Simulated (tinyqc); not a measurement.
Hoppings from the band edges.

Question. A dimerised chain has bands +/- sqrt(dl^2 + t1^2 + t2^2 + 2 t1 t2 cos k). Its semi-infinite form starts with the bond t1 and has no state bound to its end; such a state exists only for t1 < t2. Find t1 and t2.

Inputs (values chosen for the exercise):
- dl = 0 eV (site energy, +dl on A and -dl on B)

bottom and top of the upper band (eV): [0.63, 6.03]

Answer. The top gives t1 + t2 = sqrt(E^2 - dl^2) and the bottom |t1 - t2|; the end state decides which is larger.

t1 = 3.330 eV
t2 = 2.700 eV

Computed by the program tinyqc: `OMP_NUM_THREADS=1 python tinyqc.py 2680006 2680007 out.jsonl`, one thread of a shared Intel Xeon 2.30GHz, about 0.04 s for the whole run.
